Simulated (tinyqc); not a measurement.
## Well width for a wanted wavelength

Problem. The layer is x parts of the first compound and 1 - x of the second, grown coherently on the third as substrate and barrier. Rows of the table: lattice constant a, average valence level Ea on an absolute scale, spin-orbit splitting so, gaps at Gamma, X and L, hydrostatic deformation potentials av and ac (Gamma), shear potential b, elastic constants, electron and heavy-hole (along z) masses. All are interpolated linearly in x; gaps get -C x (1 - x), taken wholly in the conduction band; real line-ups can differ from this model by 0.1 eV or more. In-plane strain e = (a_substrate - a)/a, e_z = -2 (c12/c11) e, volume change 2 e + e_z. With v = 2 e + e_z and d = 2 b (e_z - e): Eav = Ea + av v; E_hh = Eav + so/3 - d/2; E_lh = Eav - so/6 + d/4 + sqrt(so^2 + so d + 9 d^2/4)/2; E_c = Ea + so/3 + EG + ac v (Gamma). Substrate: E_v = Ea + so/3, E_c = E_v + EG. Well depths: dEc = E_c(substrate) - E_c, dEhh = E_hh - E_v(substrate), dElh likewise; strained Gamma gap E_c - max(E_hh, E_lh); positive values confine carriers in the layer. Lowest level of a finite well of width Lw and depth V: kw Lw/2 = arctan(sqrt((mw/mb)(V - E)/E)), kw = sqrt(mw E/C), C = hbar^2/(2 m0), for electrons (dEc) and heavy holes (dEhh), mb from the substrate; transition E_c - E_hh + both levels, without exciton binding; wavelength h c/E. Find Lw and the two levels.

Parameters, values chosen for the exercise:
```
symbol,value,unit,meaning
x,0.76,,fraction of the first compound in the layer
CG,0.477,eV,bowing of the Gamma gap
CX,1.4,eV,bowing of the X gap
CL,0.33,eV,bowing of the L gap
```

Constants: q = 1.602176634e-19 C, hbar = 1.054571817e-34 J s, h = 6.62607015e-34 J s, m0 = 9.1093837015e-31 kg, c = 299792458 m/s, hbar^2/(2 m0) = 0.0380998212 eV nm^2. Results are converted to the units shown.

Binary compounds, values chosen for the exercise:
```
              close to InAs  close to GaAs  close to InP
a (angstrom)          6.058          5.653         5.869
Ea (eV)               -6.67          -6.92         -7.04
so (eV)               0.384          0.343         0.111
EG (eV)               0.349           1.42          1.36
EX (eV)                1.37            1.9          2.22
EL (eV)                1.06           1.73          1.92
av (eV)                   1           1.15          1.29
ac (eV)               -5.08          -7.13         -5.11
b (eV)                 -1.8          -1.68          -1.7
c11 (GPa)              84.3            120           101
c12 (GPa)              45.2           53.5          56.3
me (m0)               0.023         0.0671        0.0799
mh (m0)               0.328           0.35         0.534
```

wavelength = 2081.3644 nm

Answer. Both levels fall steadily as the well widens, so the wavelength rises steadily and one width matches.

Lw = 14.90 nm
electron level = 27.24 meV
heavy-hole level = 4.302 meV

tinyqc, about 0.01 s, one thread, Intel Xeon 2.30GHz (shared host): `OMP_NUM_THREADS=1 python tinyqc.py 2690173 2690174 out.jsonl`
